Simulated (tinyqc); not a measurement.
Comparisons within one model: interface roughness in a thin film (subband fluctuation and scattering). A value that a table varies takes the place of the one given here.

Square well of width t, barriers V0, c = hbar^2/2m0: E1 solves k t + 2 atan[(k/mz)/(kappa/mb)] = pi, k = sqrt(mz E/c), kappa = sqrt(mb (V0 - E)/c). One interface is rough, so the subband edge fluctuates by G dt with G = |dE1/dt| (central difference of 0.01 angstrom; 2 E1/t for hard walls).

Gaussian roughness spectrum S(q) = pi D^2 Lc^2 exp(-q^2 Lc^2/4). Degenerate gas, taken to fill one subband (the second starts to fill once c kF^2/md exceeds E2 - E1, which is not tested here): kF = sqrt(2 pi Ns/gv), q = 2 kF sin(theta/2), 1/tau = (md/(2 pi c hbar)) G^2 times the integral from 0 to pi of S(q)(1 - cos theta)/eps(q)^2 dtheta, eps(q) = 1 + qs/q with screening (qs = gv md q0/(c eps), q0 = e^2/(4 pi eps0), form factors left out, which overstates the screening; other scattering is left out too, so these values lie far above measured mobilities in all but the thinnest films) or 1 without; mobility = tau c2/md with c2 = e/m0 = 1.75882e15 cm^2/(V s^2); 1e12/cm^2 = 1e-4/angstrom^2.

Constants: hbar^2/2m0 = 3.80998211 eV angstrom^2; hbar = 6.58211957e-16 eV s; e^2/(4 pi eps0) = 14.39964547 eV angstrom.

Values chosen for the exercise (near those of a thin Si channel on (100), two-fold valleys; the results hold for these values, not for the real material): mz = 0.91 m0 (confinement mass); V0 = 3.14 eV (barrier); mb = 0.53 m0 (barrier mass); md = 0.194 m0 (mass in the plane); gv = 2 (valleys); D = 2.7 angstrom (rms height of the roughness); Lc = 58 angstrom (correlation length); Ns = 1 x 1e12/cm^2 (sheet density); eps = 7.5 (mean dielectric constant at the channel); ts = (13, 17, 20, 24, 30, 38, 50) angstrom (thicknesses); t = 24 angstrom (film thickness); Ll = (5, 10, 16, 25, 40, 65, 100) angstrom (correlation lengths).

## The sixth-power law

Screened mobility against thickness for the finite barrier and for hard walls.

Results:

| t (angstrom) | E1 (meV) | G (meV/angstrom) | mobility (cm^2/(V s)) | the same, hard walls |
|---|---|---|---|---|
| 13 | 188.8 | 25.396 | 606 | 276 |
| 17 | 117.1 | 12.444 | 2.53e+03 | 1.38e+03 |
| 20 | 87.1 | 7.990 | 6.13e+03 | 3.67e+03 |
| 24 | 62.2 | 4.823 | 1.68e+04 | 1.09e+04 |
| 30 | 40.9 | 2.576 | 5.89e+04 | 4.17e+04 |
| 38 | 26.1 | 1.314 | 2.27e+05 | 1.72e+05 |
| 50 | 15.4 | 0.596 | 1.10e+06 | 8.95e+05 |

What does this show, and why?

With hard walls G goes as 1/t^3 and the mobility as t^6. With the finite barrier the local exponent is 5.32 at the thin end and 5.76 at the thick end, since the envelope leaks out and softens the dependence. The least value is 606 cm^2/(V s). The gate field, which also presses carriers to the interface, is left out. Below about 20 angstrom the effective-mass picture is itself doubtful. Up to t = 38 angstrom G D exceeds half of EF - E1, where the Born rate fails.

## Correlation length

Fixed D; bare and screened mobility.

Results:

| Lc (angstrom) | kF Lc | bare mobility (cm^2/(V s)) | screened mobility (cm^2/(V s)) |
|---|---|---|---|
| 5 | 0.09 | 1.77e+04 | 9.73e+05 |
| 10 | 0.18 | 4.50e+03 | 2.48e+05 |
| 16 | 0.28 | 1.82e+03 | 1.01e+05 |
| 25 | 0.44 | 815 | 4.54e+04 |
| 40 | 0.71 | 398 | 2.28e+04 |
| 65 | 1.15 | 265 | 1.65e+04 |
| 100 | 1.77 | 318 | 2.56e+04 |

How do the results move?

The bare mobility is lowest at Lc = 65 angstrom of those listed (kF Lc = 1.15). The screened mobility is lowest at Lc = 65 angstrom of those listed (kF Lc = 1.15). Short roughness averages out (mobility as 1/Lc^2; the first two rows give exponent -1.97), and long roughness deflects only by small angles (bare mobility rising as Lc; the last two rows give 0.42).

## What each parameter does

G, G D, and the screened mobility. Each row changes one parameter from the base and keeps the others.

Results:

| case | G (meV/angstrom) | G D (meV) | mobility (cm^2/(V s)) |
|---|---|---|---|
| base | 4.823 | 13.02 | 1.681e+04 |
| t = 20 angstrom | 7.990 | 21.57 | 6127 |
| D = 3.51 angstrom | 4.823 | 16.93 | 9949 |
| Lc = 66 angstrom | 4.823 | 13.02 | 1.653e+04 |
| Ns = 1.6 x 1e12/cm^2 | 4.823 | 13.02 | 1.830e+04 |
| mz = 1.046 m0 | 4.312 | 11.64 | 2.104e+04 |
| md = 0.223 m0 | 4.823 | 13.02 | 1.622e+04 |
| V0 = 2.2 eV | 4.629 | 12.50 | 1.825e+04 |
| eps = 9 | 4.823 | 13.02 | 1.232e+04 |

How do the results move?

The largest shifts from the base row, up to three for each result and ties (the steps differ in size, so this ranks the rows, not the parameters). G (meV/angstrom): t +3.167, mz -0.512, V0 -0.194; unchanged at the printed digits by D, Lc, Ns, md and eps. G D (meV): t +8.55, D +3.91, mz -1.38; unchanged at the printed digits by Lc, Ns, md and eps. mobility (cm^2/(V s)): t -1.07e+04, D -6.86e+03, eps -4.49e+03. In the base case G D is 2.1 times EF - E1 = 6.2 meV: the fluctuation exceeds the Fermi energy, so the Born rate for a uniform gas is not to be trusted.

Program tinyqc; command `OMP_NUM_THREADS=1 python tinyqc.py 1281171 1281172 out.jsonl`; about 0.01 s on one thread of a shared Intel(R) Xeon(R) Processor @ 2.30GHz.
